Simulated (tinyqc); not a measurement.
Keating valence-force model of a tetrahedral crystal: one step, computed by the program tinyqc. Command: `OMP_NUM_THREADS=1 python tinyqc.py 3009492 3009493 out.jsonl keating walk`. One thread of a shared host (Intel(R) Xeon(R) Processor @ 2.30GHz), about 0.02 s of CPU time with the checks.

Atom A sits at 0 and atom B at a/4 (1,1,1) of an fcc lattice; the four bonds from A are t = a/4 (1,1,1), a/4 (1,-1,-1), a/4 (-1,1,-1), a/4 (-1,-1,1), of length d = sqrt(3) a/4. Energy: E = (3 alpha/(8 d^2)) sum over bonds (r.r - d^2)^2 + (3 beta/(8 d^2)) sum over pairs of bonds at one atom (r_i.r_j + d^2/3)^2, with beta_A for the six pairs at A and beta_B for the six at B. The cell holds two atoms, Omega = a^3/4. 1 N/m = 1 J/m^2. With constants fitted to the elastic moduli this model puts optical and zone-boundary frequencies of real crystals too high, by up to about 20 % in elemental crystals and up to about 50 % in compounds, and mostly by more for TA modes; in compounds the lattice part of the static dielectric constant then comes out too low.

Question. Dynamical matrix at q. With displacements u exp(i q.r), each bracket changes by g.u, where g = (g_A, g_B): bond t, g = (-2 t, 2 t exp(i q.t)); pair (i, j) at A, g = (-(t_i + t_j), t_i exp(i q.t_j) + t_j exp(i q.t_i)); pair at B, g = (-t_i exp(-i q.t_j) - t_j exp(-i q.t_i), t_i + t_j). Then D_mn = sum over the 4 bonds and 12 pairs of (4 k/a^2) conj(g_m) g_n / sqrt(M_m M_n), with k = alpha or beta converted to eV/angstrom^2. Only the short-range forces enter; the Coulomb field of the charges is left out.

Inputs (values chosen for the exercise, modelled on cubic gallium nitride):
```
quantity                value  unit
mass M_A                69.72     u
mass M_B               14.007     u
bond stretching alpha    78.1   N/m
bond bending beta_A      16.9   N/m
bond bending beta_B      16.9   N/m
```

Structure: zinc blende.

wave vector q (2 pi/a): 0.62  0.27  0.26

Constants: 1 eV/angstrom^2 = 16.02176634 J/m^2.

Give: D(q).

Answer.

D(q) (eV/(angstrom^2 u)), lower triangle (Hermitian):
```
               A x            A y            A z           B x
A x          0.370
A y   0.011-0.011i          0.348
A z   0.010-0.012i          0.008          0.349
B x  -0.357-0.103i   0.153+0.099i   0.146+0.104i         1.840
B y   0.153+0.099i  -0.357-0.103i   0.045+0.338i  0.053+0.057i
B z   0.146+0.104i   0.045+0.338i  -0.357-0.103i  0.051+0.059i

              B y    B z
B y         1.734
B z  0.041+0.002i  1.735
```
